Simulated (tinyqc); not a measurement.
Comparisons within one model: band edges of strained Si(1-x)Ge(x) on relaxed Si(1-y)Ge(y). A value that a table varies takes the place of the one given here.

Values are linear in the Ge fraction but for ED(x) = linear - CD x (1 - x) and a(x) = linear - Ca x (1 - x). Energies are on the common scale of Ev.

Coherent growth on a (001) face: e_par = (a(y) - a(x))/a(x), e_perp = -2 (C12/C11) e_par; exx = eyy = e_par, ezz = e_perp, no shear.

A valley with unit axis u lies at Ev + gap + (av + a_valley) tr(e) + Xu (u.e.u - tr(e)/3); the Delta axes are x, y, z and the L axes [111], [1-1-1], [-11-1], [-1-11]. The second-order shift of the Delta valleys under shear is left out; it lowers the pair normal to the sheared plane by tens of meV at a shear of 1 %.

Valence edges: Ev plus the levels of the 6 x 6 matrix of X, Y, Z times spin with -Dso/3 + l exx + m (eyy + ezz) on the diagonal (cyclic), n exy off it, l = av + 2 b, m = av - b, n = sqrt(3) d. Spin-orbit term (Dso/3) L.sigma on X, Y, Z with (L_k)_ij = -i epsilon_kij: <X+|H|Y+> = -i Dso/3, <X+|H|Z-> = Dso/3, <Y+|H|Z-> = -i Dso/3, <Z+|H|X-> = -Dso/3, <Z+|H|Y-> = i Dso/3, <X-|H|Y-> = i Dso/3, and their conjugates; + and - are the spin along z.

Coherent growth: e_par = (a(y) - a(x))/a(x). (001): e_perp = -2 (C12/C11) e_par; exx = eyy = e_par, ezz = e_perp, no shear. (111): e_perp = -(2 C11 + 4 C12 - 4 C44)/(C11 + 2 C12 + 4 C44) e_par; exx = eyy = ezz = (2 e_par + e_perp)/3 and exy = eyz = ezx = (e_perp - e_par)/3. (110): e_perp = -(C11 + 3 C12 - 2 C44)/(C11 + C12 + 2 C44) e_par; exx = eyy = (e_par + e_perp)/2, ezz = e_par, exy = (e_perp - e_par)/2, eyz = ezx = 0.

Parameters, chosen for this exercise (end members near Si and Ge, in this order; the results hold for these values, not for the real material): a = (5.437, 5.665) angstrom (lattice constant); Dso = (0.044, 0.293) eV (spin-orbit splitting); av = (2.43, 1.23) eV (valence hydrostatic potential); b = (-2.09, -2.57) eV (tetragonal shear potential); d = (-4.8, -5.29) eV (trigonal shear potential); C11 = (164.4, 129.4) GPa; C12 = (63.7, 48.5) GPa; C44 = (78.9, 67.6) GPa; Ev = (0, 0.72) eV (top of the unstrained valence band); ED = (1.146, 0.919) eV (gap to the Delta valleys); EL = (2.003, 0.751) eV (gap to the L valleys); aD = (1.58, 1.24) eV (hydrostatic potential of the Delta gap); aL = (-3.42, -2.87) eV (hydrostatic potential of the L gap); XuD = (9.29, 9.31) eV (uniaxial potential, Delta); XuL = (16.6, 14.66) eV (uniaxial potential, L); CD = 0.202 eV (bowing of the Delta gap); Ca = 0.025 angstrom (bowing of the lattice constant); face = 001 (growth face); y = 0 (Ge fraction of the relaxed buffer); x = 0.43 (Ge fraction of the layer).

## Composition of the layer

The buffer is kept. dEc = Ec(buffer) - Ec(layer), dEv = Ev(layer) - Ev(buffer); buffer edges Ev(y) and Ev(y) + min(ED, EL). The digit behind Delta or L counts whole valleys.

Results:
```
x     e_par (%)  lowest valleys  gap (eV)  next valleys above (meV)  valence splitting (meV)  dEc (eV)  dEv (eV)
0.08      -0.30          Delta4     1.079                        50                       18     0.006     0.060
0.16      -0.61          Delta4     1.015                       100                       32     0.009     0.122
0.24      -0.91          Delta4     0.952                       150                       45     0.010     0.184
0.31      -1.19          Delta4     0.899                       195                       55     0.007     0.240
0.39      -1.50          Delta4     0.840                       247                       67     0.001     0.305
0.47      -1.82          Delta4     0.783                       299                       78    -0.008     0.371
0.55      -2.15          Delta4     0.728                       352                       90    -0.020     0.438
```

The gap is 1.079 eV in the first row and 0.728 eV in the last. The lowest valleys are Delta4 throughout. Per 0.1 of x the valence offset moves by +80 meV on average; the conduction offset lies between -20 and +10 meV, not monotonically. Both carriers sit on one side for x = 0.08, 0.16, 0.24, 0.31 and 0.39, and on opposite sides elsewhere. Offsets below about 30 meV are within the spread of parameter sets, so those rows do not settle the type. Strains above 2 % can be kept only in layers of a few nanometres.

## Composition of the buffer

The layer is kept. dEc = Ec(buffer) - Ec(layer), dEv = Ev(layer) - Ev(buffer); buffer edges Ev(y) and Ev(y) + min(ED, EL). The digit behind Delta or L counts whole valleys.

Results:
```
y     e_par (%)  lowest valleys  gap (eV)  next valleys above (meV)  valence splitting (meV)  dEc (eV)  dEv (eV)
0.00      -1.66          Delta4     0.811                       273                       73    -0.003     0.338
0.14      -1.14          Delta4     0.870                       187                       61    -0.008     0.228
0.28      -0.60          Delta4     0.931                        98                       40    -0.008     0.118
0.56       0.54          Delta2     0.923                        88                       49     0.100    -0.054
0.70       1.13          Delta2     0.830                       185                      111     0.217    -0.103
0.84       1.74          Delta2     0.730                       286                      179     0.343    -0.145
0.98       2.37          Delta2     0.625                       389                      252     0.335    -0.184
```

The gap is 0.811 eV in the first row and 0.625 eV in the last, with its largest listed value, 0.931 eV, at y = 0.28: it peaks near the match y = x, since strain of either sign narrows it. The lowest valleys change: Delta4 to Delta2 between y = 0.28 and 0.56. Per 0.1 of y the valence offset moves by -53 meV on average; the conduction offset lies between -8 and +343 meV, not monotonically. Electrons and holes sit on opposite sides in every row (type II). Offsets below about 30 meV are within the spread of parameter sets, so those rows do not settle the type. Strains above 2 % can be kept only in layers of a few nanometres.

## The same layer on three faces

dEc = Ec(buffer) - Ec(layer), dEv = Ev(layer) - Ev(buffer); buffer edges Ev(y) and Ev(y) + min(ED, EL). The digit behind Delta or L counts whole valleys.

Results:
```
face   e_par (%)  lowest valleys  gap (eV)  next valleys above (meV)  valence splitting (meV)  dEc (eV)  dEv (eV)  Delta spread (meV)  L spread (meV)
(001)      -1.66          Delta4     0.811                       273                       73    -0.003     0.338                 273               0
(111)      -1.66          Delta6     0.893                       505                       73    -0.074     0.327                   0             329
(110)      -1.66          Delta2     0.817                       115                       76    -0.002     0.331                 115             260
```

On (001) only the Delta valleys split (273 meV), on (111) only the L valleys (329 meV), on (110) both (115 and 260 meV). The lowest valleys are Delta4 on (001), Delta6 on (111) and Delta2 on (110); the smallest gap is 0.811 eV on (001) and the largest 0.893 eV on (111).

## What each parameter does

dEc = Ec(buffer) - Ec(layer), dEv = Ev(layer) - Ev(buffer); buffer edges Ev(y) and Ev(y) + min(ED, EL). Each row changes one parameter from the base and keeps the others.

Results:
```
case                       gap (eV)  valence splitting (meV)  dEc (eV)  dEv (eV)
base                         0.8111                     72.5   -0.0028    0.3377
x = 0.46                     0.7899                     76.9   -0.0064    0.3625
y = 0.03                     0.8236                     70.6   -0.0045    0.3142
CD = 0.252 eV                0.7988                     72.5    0.0094    0.3377
Ev = (0, 0.828) eV           0.8111                     72.5   -0.0492    0.3842
av = (2.794, 1.414) eV       0.8111                     72.5    0.0031    0.3318
aL = (-3.933, -3.3) eV       0.8111                     72.5   -0.0028    0.3377
XuD = (10.683, 10.706) eV    0.7974                     72.5    0.0108    0.3377
aD = (1.817, 1.426) eV       0.8067                     72.5    0.0016    0.3377
```

The largest shifts from the base row, up to three for each result and ties (the steps differ in size, so this ranks the rows, not the parameters). gap (eV): x -0.0212, XuD -0.0136, y +0.0125; unchanged at the printed digits by Ev, av and aL. valence splitting (meV): x +4.4, y -1.9; unchanged at the printed digits by CD, Ev, av, aL, XuD and aD. dEc (eV): Ev -0.0464, XuD +0.0136, CD +0.0123; unchanged at the printed digits by aL. dEv (eV): Ev +0.0464, x +0.0248, y -0.0235; unchanged at the printed digits by CD, aL, XuD and aD. The lowest valleys of the layer are Delta4, so among the conduction-band potentials only those of that family reach the gap and dEc; the buffer is unstrained. A shift large enough to swap the lowest family would change that.

tinyqc: `OMP_NUM_THREADS=1 python tinyqc.py 1081066 1081067 out.jsonl`; about 0.01 s, one thread, shared Intel(R) Xeon(R) Processor @ 2.30GHz.
